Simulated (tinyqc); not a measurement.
What a faster ramp buys: rapid thermal processing of a wafer: radiative balance, ramp and cooling, pattern effects, pyrometer error and spike budget. Computed by tinyqc, a small Python program. Command: `OMP_NUM_THREADS=1 python tinyqc.py 3110244 3110245 out.jsonl rtp walk`. One thread of a shared host (Intel(R) Xeon(R) Processor @ 2.30GHz), about 0.04 s of CPU time with the checks.

The wafer is opaque and uniform through its thickness unless said otherwise; temperatures in formulas are in kelvin (C + 273.15). sigma = 5.670374419e-12 W/(cm^2 K^4).

Inputs (values chosen for the exercise, modelled on a hot silicon wafer):
```
quantity                                              value         unit
wafer thickness d                                       525   micrometre
heat capacity per volume C                             2.08   J/(cm^3 K)
thermal conductivity k                                 0.28     W/(cm K)
emissivity eps of each face                            0.62            -
reflectivity of the chamber walls r                    0.53            -
gas heat-transfer coefficient h, both faces together   0.67  mW/(cm^2 K)
wall temperature T_w                                    300            K
process temperature                                    1050            C
starting temperature                                    400            C
ramp rate                                               180          K/s
activation energy of the process E_a                    2.7           eV
```

Constants: k_B = 8.617333262e-05 eV/K.

Method:
- Effective emissivity between parallel grey plates: eps_eff = 1/(1/eps + 1/(1 - r) - 1). Loss per area q(T) = 2 eps_eff sigma (T^4 - T_w^4) + h (T - T_w).
- Absorbed power during a ramp = q(T) + C d x ramp rate; thermal time constant tau = C d/(dq/dT), dq/dT = 8 eps_eff sigma T^3 + h; natural cooling rate q/(C d); front-to-back difference under one-sided heating at the end of the ramp = (absorbed power) d/(2 k).
- Cooling with the lamps off: C d dT/dt = -q(T), integrated adaptively (relative tolerance 1e-10).
- Spike anneal: linear ramp to the peak, then lamps off. Equivalent time at the peak = int exp(-(E_a/k_B)(1/T - 1/T_peak)) dt; estimate (k_B T^2/E_a)(1/ramp rate + 1/cooling rate). The ramp part uses 4000 trapezoid steps, the cooling part 4000 steps over 4 tau.

time constant tau = 2.79905 s

holding power q = 13.3355 W/cm^2

natural cooling rate = 122.120 K/s

Against the ramp rate:
```
ramp (K/s)  ramp part (s)  cooling part (s)  total (s)  power at the peak (W/cm^2)
10                 5.1671           0.49474     5.6618                       14.43
25                 2.0668           0.49474     2.5616                       16.07
50                 1.0334           0.49474     1.5282                       18.80
100                0.5167           0.49474     1.0114                       24.26
250                0.2067           0.49474     0.7014                       40.64
500                0.1033           0.49474     0.5981                       67.94
1000               0.0517           0.49474     0.5464                      122.54
```

What follows from these numbers?

From 10 to 100 K/s the total falls by a factor 5.6, from 100 to 1000 K/s by 1.85: the cooling part, 0.495 s, is a floor, and the natural cooling rate here is 122 K/s.

Extremes, crossings and ranges named in words are read from the listed rows.
